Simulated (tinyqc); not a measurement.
From results back to parameters: round or elliptic silicon nanowire with anisotropic valleys (Ritz method). Three cases, with inputs chosen for the exercise.

Problem. For a circular wire every level scales as 1/R^2. The lowest level of group A was computed from a hidden radius.

Wire along x = [100] on a (001) wafer, y = [010], z = [001]. Valley groups, two valleys each (w = inverse masses): A, axis along z: w_y = 1/mt, w_z = 1/ml, m_x = mt; B, axis along y: w_y = 1/ml, w_z = 1/mt, m_x = mt; C, axis along x: w_y = w_z = 1/mt, m_x = ml.

Hard wall on the ellipse (y/a)^2 + (z/b)^2 = 1, c = hbar^2/2m0. With u = y/a, v = z/b the operator is -c [(w_y/a^2) d2/du2 + (w_z/b^2) d2/dv2] on the unit disc. Basis (1 - u^2 - v^2) u^i v^j; S, X and Y are the disc integrals of f f', (df/du)(df'/du) and (df/dv)(df'/dv), from the integral of u^p v^q = 2 Gamma((p+1)/2) Gamma((q+1)/2)/((p + q + 2) Gamma((p+q+2)/2)) for even p, q; H = c (w_y X/a^2 + w_z Y/b^2).

Converged values use 21 functions of each parity class (e or o in u, then in v).

Constants: hbar^2/2m0 = 3.80998211 eV angstrom^2.

Case 1.

Values chosen (out of a larger set: near those of a Si nanowire; not measured data): ml = 0.905 m0 (longitudinal mass); mt = 0.187 m0 (transverse mass).

level = 0.045938 eV

Case 2.

Values chosen (out of a larger set: near those of a Si nanowire; not measured data): ml = 0.928 m0 (longitudinal mass); mt = 0.193 m0 (transverse mass).

level = 0.036660 eV

Case 3.

Values chosen (out of a larger set: near those of a Si nanowire; not measured data): ml = 0.91 m0 (longitudinal mass); mt = 0.192 m0 (transverse mass).

level = 0.348621 eV

Find: E R^2/c; R.

Solution.

Case 1.

E R^2/c = 18.339
R = 39.0 angstrom

Solve once for R = 1 and scale. The mean inverse mass would give 2.404826^2 (1/mt + 1/ml)/2 = 18.658, 1.7 % too high.

Case 2.

E R^2/c = 17.791
R = 43.0 angstrom

Solve once for R = 1 and scale. The mean inverse mass would give 2.404826^2 (1/mt + 1/ml)/2 = 18.098, 1.7 % too high.

Case 3.

E R^2/c = 17.934
R = 14.0 angstrom

Solve once for R = 1 and scale. The mean inverse mass would give 2.404826^2 (1/mt + 1/ml)/2 = 18.238, 1.7 % too high.

Computed by tinyqc, one run a case: `OMP_NUM_THREADS=1 python tinyqc.py N N+1 out.jsonl` with N = 1251818, 1252145, 1252220; one thread of a shared Intel(R) Xeon(R) Processor @ 2.30GHz, about 0.09 s a run at most.
